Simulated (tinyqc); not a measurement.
Brillouin zone and empty-lattice bands of the fcc structure: one step. Reciprocal lattice.

Primitive vectors a (0,1/2,1/2), a (1/2,0,1/2), a (1/2,1/2,0); one atom. Reciprocal vectors obey a_i.b_j = 2 pi delta_ij; k is given in units of 2 pi/a. Empty-lattice levels are c0 (2 pi/a)^2 |k + G|^2, c0 = hbar^2/2m0. Points: X = (1, 0, 0), L = (0.5, 0.5, 0.5), K = (0.75, 0.75, 0), W = (1, 0.5, 0), U = (1, 0.25, 0.25).

Constants: hbar^2/2m0 = 3.80998211 eV angstrom^2.

Values chosen for the exercise (out of a larger set: lattice near that of Au; not measured data): a = 4.116 angstrom (lattice constant).

Problem. Give b1, b2, b3, the cell volume, the zone volume (2 pi)^3/V and the energy unit c0 (2 pi/a)^2.

Give: b1, b2, b3 as rows; cell volume; zone volume; energy unit.

Solution.

b1, b2, b3 as rows (2 pi/a):
```
         1        2        3
1  -1.0000   1.0000   1.0000
2   1.0000  -1.0000   1.0000
3   1.0000   1.0000  -1.0000
```

cell volume = 17.433 angstrom^3
zone volume = 14.2290 1/angstrom^3
energy unit = 8.8783 eV

Run: tinyqc, `OMP_NUM_THREADS=1 python tinyqc.py 1850084 1850085 out.jsonl`; Intel(R) Xeon(R) Processor @ 2.30GHz, one thread, shared host; about 0.02 s of CPU time with all checks.
